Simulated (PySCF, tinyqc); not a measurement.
Worked calculation: G0W0 on RHF in the sto-6g basis, for H6, spin multiplicity 1. The lowest restricted solution is unstable here: a spin-polarised one lies 0.0001 hartree lower (PySCF). Computed by tinyqc, a small Python program that keeps every step (integrals from PySCF). Settings: charge = 0, multiplicity = 1, basis = sto-6g, method = RHF, energy threshold = 1e-10, iteration cap = 82, orthogonalisation = canonical, start = core, DIIS depth = 6. Command: `OMP_NUM_THREADS=1 python tinyqc.py 29892 29893 out.jsonl` (the two numbers bound the seeds that draw the settings). One thread of a shared host (Intel(R) Xeon(R) Processor @ 2.60GHz), about 0.09 s of CPU time with the checks. The early iterations of the SCF are left out here.

## One-electron integrals

Geometry (angstrom):
```
atom        x        y        z
H     0.00000  0.00000  0.00000
H     0.00000  0.00000  1.06200
H     0.00000  0.00000  2.32600
H     0.00000  0.00000  3.38900
H     0.00000  0.00000  4.65300
H     0.00000  0.00000  5.71500
```

Basis sto-6g: exponents (1/bohr^2) and contraction coefficients of normalised primitives:
```
element  l (shell)  exponent  coefficient
H            s (1)  35.52322      0.00916
H            s (1)   6.51314      0.04936
H            s (1)   1.82214      0.16854
H            s (1)   0.62596      0.37056
H            s (1)   0.24308      0.41649
H            s (1)   0.10011      0.13033
```

Overlap, kinetic and nuclear-attraction integrals over the contracted functions; the nuclear repulsion is the sum of Za Zb / Rab.

nuclear repulsion = 4.0212172 hartree

overlap S, lower triangle:
```
         1H 1s    2H 1s    3H 1s    4H 1s    5H 1s    6H 1s
1H 1s  1.00000
2H 1s  0.46106  1.00000
3H 1s  0.07022  0.35616  1.00000
4H 1s  0.01061  0.07010  0.46049  1.00000
5H 1s  0.00084  0.00724  0.07010  0.35616  1.00000
6H 1s  0.00008  0.00084  0.01061  0.07022  0.46106  1.00000
```

kinetic energy T (hartree), lower triangle:
```
          1H 1s     2H 1s     3H 1s     4H 1s    5H 1s    6H 1s
1H 1s   0.76852
2H 1s   0.09093   0.76852
3H 1s  -0.01143   0.04121   0.76852
4H 1s  -0.00329  -0.01143   0.09062   0.76852
5H 1s  -0.00041  -0.00243  -0.01143   0.04121  0.76852
6H 1s  -0.00005  -0.00041  -0.00329  -0.01143  0.09093  0.76852
```

nuclear attraction V (hartree), lower triangle:
```
          1H 1s     2H 1s     3H 1s     4H 1s     5H 1s     6H 1s
1H 1s  -2.31581
2H 1s  -1.04889  -2.62855
3H 1s  -0.15201  -0.84742  -2.75067
4H 1s  -0.02239  -0.15952  -1.16456  -2.75067
5H 1s  -0.00170  -0.01545  -0.15952  -0.84742  -2.62855
6H 1s  -0.00015  -0.00170  -0.02239  -0.15201  -1.04889  -2.31581
```

core Hamiltonian H = T + V (hartree), lower triangle:
```
          1H 1s     2H 1s     3H 1s     4H 1s     5H 1s     6H 1s
1H 1s  -1.54729
2H 1s  -0.95795  -1.86003
3H 1s  -0.16344  -0.80621  -1.98215
4H 1s  -0.02568  -0.17095  -1.07394  -1.98215
5H 1s  -0.00211  -0.01788  -0.17095  -0.80621  -1.86003
6H 1s  -0.00020  -0.00211  -0.02568  -0.16344  -0.95795  -1.54729
```

## Two-electron integrals

Functions are numbered as in S; the eight-fold symmetry (ij|kl) = (ji|kl) = (kl|ij) leaves the list below.

Two-electron integrals (ij|kl) in chemists' order, unique and non-zero (hartree):
```
(11|11) 0.77500    (21|11) 0.28184    (21|21) 0.13396    (22|11) 0.45832
(22|21) 0.28184    (22|22) 0.77500    (31|11) 0.02999    (31|21) 0.01596
(31|22) 0.03918    (31|31) 0.00235    (32|11) 0.11205    (32|21) 0.06977
(32|22) 0.20470    (32|31) 0.01242    (32|32) 0.07607    (33|11) 0.22726
(33|21) 0.13661    (33|22) 0.40075    (33|31) 0.02999    (33|32) 0.20470
(33|33) 0.77500    (41|11) 0.00357    (41|21) 0.00193    (41|22) 0.00487
(41|31) 0.00031    (41|32) 0.00174    (41|33) 0.00488    (41|41) 4.48e-05
(42|11) 0.01749    (42|21) 0.01050    (42|22) 0.02993    (42|31) 0.00198
(42|32) 0.01240    (42|33) 0.03911    (42|41) 0.00031    (42|42) 0.00234
(43|11) 0.08585    (43|21) 0.04918    (43|22) 0.13641    (43|31) 0.01050
(43|32) 0.06967    (43|33) 0.28141    (43|41) 0.00193    (43|42) 0.01591
(43|43) 0.13360    (44|11) 0.15614    (44|21) 0.08594    (44|22) 0.22717
(44|31) 0.01752    (44|32) 0.11199    (44|33) 0.45801    (44|41) 0.00357
(44|42) 0.02993    (44|43) 0.28141    (44|44) 0.77500    (51|11) 0.00021
(51|21) 0.00012    (51|22) 0.00031    (51|31) 2.07e-05   (51|32) 0.00012
(51|33) 0.00036    (51|41) 3.21e-06   (51|42) 2.33e-05   (51|43) 0.00016
(51|44) 0.00033    (51|51) 2.48e-07   (52|11) 0.00145    (52|21) 0.00084
(52|22) 0.00233    (52|31) 0.00016    (52|32) 0.00100    (52|33) 0.00330
(52|41) 2.67e-05   (52|42) 0.00021    (52|43) 0.00152    (52|44) 0.00330
(52|51) 2.19e-06   (52|52) 2.03e-05   (53|11) 0.01088    (53|21) 0.00601
(53|22) 0.01597    (53|31) 0.00121    (53|32) 0.00772    (53|33) 0.02993
(53|41) 0.00023    (53|42) 0.00186    (53|43) 0.01591    (53|44) 0.03911
(53|51) 2.07e-05   (53|52) 0.00021    (53|53) 0.00234    (54|11) 0.04711
(54|21) 0.02518    (54|22) 0.06427    (54|31) 0.00484    (54|32) 0.02961
(54|33) 0.11199    (54|41) 0.00095    (54|42) 0.00772    (54|43) 0.06967
(54|44) 0.20470    (54|51) 0.00010    (54|52) 0.00100    (54|53) 0.01240
(54|54) 0.07607    (55|11) 0.11373    (55|21) 0.05939    (55|22) 0.14736
(55|31) 0.01089    (55|32) 0.06427    (55|33) 0.22717    (55|41) 0.00203
(55|42) 0.01597    (55|43) 0.13641    (55|44) 0.40075    (55|51) 0.00021
(55|52) 0.00233    (55|53) 0.02993    (55|54) 0.20470    (55|55) 0.77500
(61|11) 1.53e-05   (61|21) 8.64e-06   (61|22) 2.30e-05   (61|31) 1.60e-06
(61|32) 9.68e-06   (61|33) 3.15e-05   (61|41) 2.64e-07   (61|42) 2.00e-06
(61|43) 1.46e-05   (61|44) 3.15e-05   (61|51) 2.16e-08   (61|52) 1.99e-07
(61|53) 2.00e-06   (61|54) 9.68e-06   (61|55) 2.30e-05   (62|11) 0.00014
(62|21) 0.00008    (62|22) 0.00021    (62|31) 1.54e-05   (62|32) 0.00010
(62|33) 0.00033    (62|41) 2.65e-06   (62|42) 2.07e-05   (62|43) 0.00016
(62|44) 0.00036    (62|51) 2.28e-07   (62|52) 2.19e-06   (62|53) 2.33e-05
(62|54) 0.00012    (62|55) 0.00031    (62|61) 2.16e-08   (62|62) 2.48e-07
(63|11) 0.00145    (63|21) 0.00078    (63|22) 0.00203    (63|31) 0.00015
(63|32) 0.00095    (63|33) 0.00357    (63|41) 2.85e-05   (63|42) 0.00023
(63|43) 0.00193    (63|44) 0.00488    (63|51) 2.65e-06   (63|52) 2.67e-05
(63|53) 0.00031    (63|54) 0.00174    (63|55) 0.00487    (63|61) 2.64e-07
(63|62) 3.21e-06   (63|63) 4.48e-05   (64|11) 0.00827    (64|21) 0.00435
(64|22) 0.01089    (64|31) 0.00081    (64|32) 0.00484    (64|33) 0.01752
(64|41) 0.00015    (64|42) 0.00121    (64|43) 0.01050    (64|44) 0.02999
(64|51) 1.54e-05   (64|52) 0.00016    (64|53) 0.00198    (64|54) 0.01242
(64|55) 0.03918    (64|61) 1.60e-06   (64|62) 2.07e-05   (64|63) 0.00031
(64|64) 0.00235    (65|11) 0.04716    (65|21) 0.02430    (65|22) 0.05939
(65|31) 0.00435    (65|32) 0.02518    (65|33) 0.08594    (65|41) 0.00078
(65|42) 0.00601    (65|43) 0.04918    (65|44) 0.13661    (65|51) 0.00008
(65|52) 0.00084    (65|53) 0.01050    (65|54) 0.06977    (65|55) 0.28184
(65|61) 8.64e-06   (65|62) 0.00012    (65|63) 0.00193    (65|64) 0.01596
(65|65) 0.13396    (66|11) 0.09259    (66|21) 0.04716    (66|22) 0.11373
(66|31) 0.00827    (66|32) 0.04711    (66|33) 0.15614    (66|41) 0.00145
(66|42) 0.01088    (66|43) 0.08585    (66|44) 0.22726    (66|51) 0.00014
(66|52) 0.00145    (66|53) 0.01749    (66|54) 0.11205    (66|55) 0.45832
(66|61) 1.53e-05   (66|62) 0.00021    (66|63) 0.00357    (66|64) 0.02999
(66|65) 0.28184    (66|66) 0.77500
```

## Orthogonalisation

S = U s U^T; canonical form X = U s^(-1/2), so that X^T S X = 1. Each column of U has its largest component positive (the first on a tie).

eigenvalues of S: 0.34798  0.47295  0.66527  1.14914  1.51894  1.84571

X:
```
              1         2         3         4         5        6
1H 1s   0.40141  -0.62769   0.58424   0.45679   0.37784  0.20008
2H 1s  -0.68495   0.76513  -0.35587   0.22115   0.40771  0.30073
3H 1s   0.89810  -0.27888  -0.53253  -0.42136   0.14207  0.37474
4H 1s  -0.89810  -0.27888   0.53253  -0.42136  -0.14207  0.37474
5H 1s   0.68495   0.76513   0.35587   0.22115  -0.40771  0.30073
6H 1s  -0.40141  -0.62769  -0.58424   0.45679  -0.37784  0.20008
```

## Iteration 7 (converged): orbitals

converged F (hartree), lower triangle:
```
          1H 1s     2H 1s     3H 1s     4H 1s     5H 1s     6H 1s
1H 1s  -0.23240
2H 1s  -0.45254  -0.28523
3H 1s  -0.09677  -0.28431  -0.28734
4H 1s   0.00218  -0.09562  -0.45266  -0.28734
5H 1s   0.00139  -0.00934  -0.09562  -0.28431  -0.28523
6H 1s  -0.00494   0.00139   0.00218  -0.09677  -0.45254  -0.23240
```

Diagonalise F' = X^T F X, C = X C', fill 3 alpha and 3 beta electrons from the bottom; D = 2 C_occ C_occ^T. Each column has its largest component positive (the first on a tie).

F' = X^T F X (hartree), lower triangle:
```
         1         2         3         4         5         6
1  0.75534
2  0.00000   0.47770
3  0.01509   0.00000   0.22623
4  0.00000  -0.06170   0.00000  -0.35848
5  0.03376   0.00000  -0.01516   0.00000  -0.49466
6  0.00000   0.01183   0.00000   0.00413   0.00000  -0.58833
```

orbital energies (hartree): MO1 -0.58856, MO2 -0.49591, MO3 -0.36290, MO4 0.22616, MO5 0.48235, MO6 0.75665

coefficients C:
```
           MO1       MO2       MO3       MO4       MO5       MO6
1H 1s  0.19804   0.37927  -0.41414   0.56460  -0.65723   0.42733
2H 1s  0.28651   0.41845  -0.28292  -0.34619   0.75009  -0.68343
3H 1s  0.38702   0.10606   0.43218  -0.55969  -0.24328   0.88649
4H 1s  0.38702  -0.10606   0.43218   0.55969  -0.24328  -0.88649
5H 1s  0.28651  -0.41845  -0.28292   0.34619   0.75009   0.68343
6H 1s  0.19804  -0.37927  -0.41414  -0.56460  -0.65723  -0.42733
```

D after iteration 7, lower triangle:
```
          1H 1s     2H 1s     3H 1s     4H 1s    5H 1s    6H 1s
1H 1s   0.70915
2H 1s   0.66523   0.67446
3H 1s  -0.12422   0.06599   0.69562
4H 1s  -0.28512  -0.11154   0.65062   0.69562
5H 1s   0.03041  -0.02594  -0.11154   0.06599  0.67446
6H 1s   0.13377   0.03041  -0.28512  -0.12422  0.66523  0.70915
```

## Convergence

Stop when the energy changes by less than 1e-10 hartree and every element of the error matrix X^T (F D S - S D F) X is below 3e-06.

Course of the cycle:
```
iteration  E (hartree)     change  largest element of the error matrix
1           -2.7134210          -                             5.20e-01
2           -3.1328214  -4.19e-01                             1.08e-01
3           -3.1419895  -9.17e-03                             1.79e-02
4           -3.1427100  -7.21e-04                             1.75e-03
5           -3.1427135  -3.48e-06                             9.47e-05
6           -3.1427135  -7.57e-09                             1.75e-06
7           -3.1427135  -3.64e-12                             1.09e-07
```

PySCF RHF in the same basis = -3.1427135 hartree

Converged in 7 iterations.

## Integrals over molecular orbitals

(pq|rs) = sum C_ip C_jq C_kr C_ls (ij|kl), one index at a time.

one-electron integrals over orbitals h = C^T H C (hartree), lower triangle:
```
          1         2         3         4         5         6
1  -2.05448
2   0.00000  -1.85237
3  -0.12839   0.00000  -1.80971
4   0.00000   0.16452   0.00000  -1.56776
5  -0.06918   0.00000   0.13800   0.00000  -1.32631
6   0.00000   0.05072   0.00000   0.13538   0.00000  -1.26597
```

Two-electron integrals over orbitals (pq|rs), unique and non-zero (hartree):
```
(11|11) 0.38891    (21|21) 0.12585    (22|11) 0.30794    (22|22) 0.35955
(31|11) 0.07655    (31|22) -0.04817   (31|31) 0.11817    (32|21) -0.11282
(32|32) 0.13209    (33|11) 0.35257    (33|22) 0.31948    (33|31) 0.03536
(33|33) 0.35295    (41|21) -0.04066   (41|32) -0.00966   (41|41) 0.08318
(42|11) -0.06094   (42|22) 0.00076    (42|31) -0.05288   (42|33) -0.00981
(42|42) 0.07650    (43|21) -0.06693   (43|32) 0.06444    (43|41) 0.01514
(43|43) 0.08696    (44|11) 0.35414    (44|22) 0.32024    (44|31) 0.03416
(44|33) 0.34590    (44|42) -0.01779   (44|44) 0.35827    (51|11) 0.00846
(51|22) 0.02976    (51|31) -0.02535   (51|33) -0.01296   (51|42) -0.03773
(51|44) -0.00563   (51|51) 0.05132    (52|21) 0.02851    (52|32) 0.00454
(52|41) -0.05594   (52|43) 0.04105    (52|52) 0.09183    (53|11) -0.06615
(53|22) -0.00315   (53|31) -0.05565   (53|33) -0.02021   (53|42) 0.07324
(53|44) -0.01677   (53|51) -0.03342   (53|53) 0.07775    (54|21) -0.11371
(54|32) 0.12709    (54|41) -0.00253   (54|43) 0.06597    (54|52) 0.00294
(54|54) 0.13511    (55|11) 0.32049    (55|22) 0.36425    (55|31) -0.04047
(55|33) 0.33004    (55|42) -0.00286   (55|44) 0.33688    (55|51) 0.02949
(55|53) -0.00526   (55|55) 0.38505    (61|21) 0.00135    (61|32) 0.01795
(61|41) -0.02984   (61|43) -0.05183   (61|52) -0.03518   (61|54) 0.01561
(61|61) 0.07002    (62|11) -0.01196   (62|22) -0.03276   (62|31) 0.02370
(62|33) 0.00523    (62|42) 0.03498    (62|44) 0.00721    (62|51) -0.04828
(62|53) 0.03690    (62|55) -0.03212   (62|62) 0.05038    (63|21) 0.04291
(63|32) 0.00314    (63|41) -0.07999   (63|43) -0.01657   (63|52) 0.05651
(63|54) 0.00404    (63|61) 0.02897    (63|63) 0.08456    (64|11) -0.07888
(64|22) 0.04238    (64|31) -0.11481   (64|33) -0.03691   (64|42) 0.05525
(64|44) -0.03795   (64|51) 0.02280    (64|53) 0.05724    (64|55) 0.04365
(64|62) -0.02296   (64|64) 0.12337    (65|21) -0.12926   (65|32) 0.11763
(65|41) 0.04163    (65|43) 0.07116    (65|52) -0.02939   (65|54) 0.12260
(65|61) -0.00206   (65|63) -0.04662   (65|65) 0.14393    (66|11) 0.41130
(66|22) 0.32702    (66|31) 0.08095    (66|33) 0.37547    (66|42) -0.06610
(66|44) 0.38221    (66|51) 0.00981    (66|53) -0.07280   (66|55) 0.34804
(66|62) -0.01388   (66|64) -0.08842   (66|66) 0.45519
```

## Screening: direct RPA

With D = e_a - e_i and K = (ia|jb): diagonalise D^(1/2) (D + 4K) D^(1/2) = Z w^2 Z^T; X + Y = D^(1/2) Z w^(-1/2), each column of Z with its largest component positive (the first on a tie); E_c = (sum w - tr (D + 2K)) / 2.

D^(1/2) (D + 4K) D^(1/2) (hartree^2), lower triangle:
```
          1>4       1>5       1>6      2>4      2>5      2>6       3>4      3>5
1>4   0.93486
1>5   0.00000   1.36671
1>6  -0.12495   0.00000   2.18640
2>4   0.00000  -0.13272   0.00000  0.74236
2>5  -0.19975   0.00000  -0.16143  0.00000  1.31631
2>6   0.00000  -0.22369   0.00000  0.13307  0.00000  1.82132
3>4   0.04195   0.00000  -0.18455  0.00000  0.12463  0.00000   0.55190
3>5   0.00000  -0.12717   0.00000  0.22886  0.00000  0.15187   0.00000  0.97730
3>6  -0.30559   0.00000   0.14219  0.00000  0.23657  0.00000  -0.05383  0.00000

         3>6
3>6  1.63206
```

excitation energies w (hartree): 0.71195  0.77391  0.88936  1.00854  1.07978  1.14161  1.37049  1.41007  1.50981

X + Y:
```
            1         2        3         4         5         6         7         8
1>4  -0.13626   0.00000  0.88131   0.00000  -0.08444   0.00000  -0.25322   0.00000
1>5   0.00000   0.07241  0.00000   0.39432   0.00000   0.80577   0.00000  -0.34602
1>6   0.10578   0.00000  0.12452   0.00000   0.23865   0.00000  -0.20073   0.00000
2>4   0.00000   0.83703  0.00000   0.36510   0.00000  -0.14198   0.00000   0.12605
2>5  -0.20782   0.00000  0.24021   0.00000   0.76872   0.00000   0.42814   0.00000
2>6   0.00000  -0.02747  0.00000  -0.13110   0.00000   0.49487   0.00000   0.82299
3>4   0.88418   0.00000  0.11701   0.00000   0.10256   0.00000   0.02240   0.00000
3>5   0.00000  -0.51710  0.00000   0.74009   0.00000  -0.19771   0.00000   0.17110
3>6   0.04948   0.00000  0.29419   0.00000  -0.53232   0.00000   0.69608   0.00000

            9
1>4  -0.10019
1>5   0.00000
1>6   0.89402
2>4   0.00000
2>5  -0.06761
2>6   0.00000
3>4  -0.07394
3>5   0.00000
3>6   0.21659
```

RPA correlation energy = -0.0935450 hartree

## G0W0 on Hartree-Fock: HOMO

W(p,q,m) = sqrt2 sum_ia (pq|ia) (X+Y)_ia,m; Sigma_c(x) = sum_(i,m) W^2/(x - e_i + w_m) + sum_(a,m) W^2/(x - e_a - w_m); solve x = e_p + Sigma_c(x) by Newton steps; Z = 1/(1 - dSigma/dx); 1 hartree = 27.211386 eV.

The 12 largest terms at x = e_p (hartree; W for the signs of X + Y given):
```
q  m         W      term
1  4  -0.10408   0.00878
2  1   0.08401   0.00835
6  7   0.13735  -0.00758
4  1   0.08484  -0.00553
5  4   0.09371  -0.00474
5  8   0.09117  -0.00369
4  9  -0.08577  -0.00350
6  9   0.07019  -0.00187
4  5   0.05041  -0.00152
5  6  -0.04870  -0.00119
3  4  -0.03442   0.00117
6  3  -0.04296  -0.00092
```

Newton steps (hartree):
```
step         x  Sigma_c(x)        Z
0     -0.36290    -0.01213  0.96509
1     -0.37460    -0.01170  0.96485
2     -0.37460    -0.01170  0.96485
```

quasiparticle energy of the HOMO = -10.19345 eV

Hartree-Fock value = -9.87500 eV

## G0W0 on Hartree-Fock: LUMO

As before.

The 12 largest terms at x = e_p (hartree; W for the signs of X + Y given):
```
q  m         W      term
1  7  -0.13345   0.00815
5  1   0.08473  -0.00742
6  4   0.10541  -0.00722
3  1   0.08484   0.00553
2  4   0.08863   0.00454
2  8   0.09054   0.00384
3  9  -0.08577   0.00350
1  9  -0.07025   0.00212
2  6  -0.05436   0.00159
3  5   0.05041   0.00152
1  3   0.04864   0.00139
4  4  -0.03121  -0.00097
```

Newton steps (hartree):
```
step        x  Sigma_c(x)        Z
0     0.22616     0.01692  0.96793
1     0.24254     0.01638  0.96785
2     0.24254     0.01638  0.96785
```

quasiparticle energy of the LUMO = 6.59981 eV

Hartree-Fock value = 6.15419 eV
